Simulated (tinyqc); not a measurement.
Inside a calculation. Method: sp3 tight binding, zinc-blende lattice. One step of it, computed by the program tinyqc.

Task: Levels at L. Diagonalise the Hermitian matrix.

H(k) at L (eV), order a s, a px, a py, a pz, c s, c px, c py, c pz:
```
[[-13.050000, 0.000000, 0.000000, 0.000000, -5.909380+5.909380i, -4.484057+4.484057i, -4.484057+4.484057i, -4.484057+4.484057i],
 [0.000000, -6.680000, 0.000000, 0.000000, 4.484057-4.484057i, 2.279332-2.279332i, -5.698331+5.698331i, -5.698331+5.698331i],
 [0.000000, 0.000000, -6.680000, 0.000000, 4.484057-4.484057i, -5.698331+5.698331i, 2.279332-2.279332i, -5.698331+5.698331i],
 [0.000000, 0.000000, 0.000000, -6.680000, 4.484057-4.484057i, -5.698331+5.698331i, -5.698331+5.698331i, 2.279332-2.279332i],
 [-5.909380-5.909380i, 4.484057+4.484057i, 4.484057+4.484057i, 4.484057+4.484057i, -13.050000, 0.000000, 0.000000, 0.000000],
 [-4.484057-4.484057i, 2.279332+2.279332i, -5.698331-5.698331i, -5.698331-5.698331i, 0.000000, -6.680000, 0.000000, 0.000000],
 [-4.484057-4.484057i, -5.698331-5.698331i, 2.279332+2.279332i, -5.698331-5.698331i, 0.000000, 0.000000, -6.680000, 0.000000],
 [-4.484057-4.484057i, -5.698331-5.698331i, -5.698331-5.698331i, 2.279332+2.279332i, 0.000000, 0.000000, 0.000000, -6.680000]]
```

Give: eigenvalues.

Result:

eigenvalues (eV): [-25.400, -25.242, -17.962, -17.962, 1.133, 4.602, 4.602, 10.049]
